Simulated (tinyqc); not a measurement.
From results to parameters: Luttinger model of the valence bands. Computed by the program tinyqc.

Problem. In the four-band Luttinger model 1/m = g1 -/+ 2 g2 along [100] and g1 -/+ 2 g3 along [111]. Find g1, g2, g3 and the light hole mass along [111].

heavy and light hole masses along [100] (electron masses): 0.062500  0.041736
heavy hole mass along [111] = 0.183150 electron masses

Solution. The mean of the two inverse masses along [100] is g1 and a quarter of their difference is g2; g3 = (g1 - 1/m_hh[111])/2.

g1, g2, g3: 19.9800  1.9900  7.2600
light hole mass along [111] = 0.029 electron masses
